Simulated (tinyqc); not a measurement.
Trap density from the barrier height.

Inverse problem. In a partly depleted grain with all boundary traps filled, 2 N W = Qt and VB = q N W^2/(2 eps0 eps_r). Find Qt, W and the doping at which VB would equal Vt.

Inputs (values chosen for the exercise): temperature T = 300 K; relative permittivity eps_r = 11.7.

Constants: q = 1.602176634e-19 C, kB = 1.380649e-23 J/K, Vt = kB T/q, eps0 = 8.8541878128e-14 F/cm where lengths are in cm. Results are converted to the units shown.

doping = 1.2e18 cm^-3
barrier height = 0.17544155 V

Solution. Eliminating W gives VB = q Qt^2/(8 eps0 eps_r N), which falls as 1/N.

Qt = 3.300e12 cm^-2
W = 13.75 nm
doping for VB = Vt = 8.144e18 cm^-3

Program tinyqc, `OMP_NUM_THREADS=1 python tinyqc.py 2830016 2830017 out.jsonl`; Intel Xeon 2.30GHz, shared host, one thread, about 0.01 s.
